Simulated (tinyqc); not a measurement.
Ion implantation: universal nuclear stopping, Lindhard-Scharff electronic stopping and a Gaussian range profile: one step, computed by the program tinyqc. Command: `OMP_NUM_THREADS=1 python tinyqc.py 3024247 3024248 out.jsonl implant walk`. One thread of a shared host (Intel(R) Xeon(R) Processor @ 2.30GHz), about 0.09 s of CPU time with the checks.

An ion slows by elastic collisions with screened nuclei and by friction with electrons; channelling is ignored and the target is uniform.

Problem. Stopping at the entry energy. Reduced energy eps = 32.53 M2 E/(Z1 Z2 (M1 + M2)(Z1^0.23 + Z2^0.23)), E in keV; s_n = ln(1 + 1.1383 eps)/(2 (eps + 0.01321 eps^0.21226 + 0.19593 eps^0.5)) for eps up to 30 and ln(eps)/(2 eps) above; S_n = 8.462 Z1 Z2 M1 s_n/((M1 + M2)(Z1^0.23 + Z2^0.23)) in 1e-15 eV cm^2. S_e = k 3.83 Z1^(7/6) Z2/(Z1^(2/3) + Z2^(2/3))^(3/2) sqrt(E/M1) in 1e-15 eV cm^2, E in keV. dE/dx = N (S_n + S_e); 1e-15 eV cm^2 = 0.1 eV nm^2.

Inputs (values chosen for the exercise, modelled on germanium ions in aluminium):

| quantity | value | unit |
|---|---|---|
| ion atomic number Z1 | 32 | - |
| ion mass M1 | 74 | u |
| target atomic number Z2 | 13 | - |
| target mass M2 | 26.98 | u |
| target density N | 60.2 | 1/nm^3 |
| ion energy E | 85 | keV |
| scale factor of electronic stopping k | 1.4 | - |

Give: reduced energy eps; s_n; S_n; S_e; energy loss dE/dx.

Solution.

reduced energy eps = 0.4414

s_n = 0.3493

S_n = 224.0 x 1e-15 eV cm^2

S_e = 69.08 x 1e-15 eV cm^2

energy loss dE/dx = 1764 eV/nm

Nuclear stopping carries 76 % of the loss at entry.
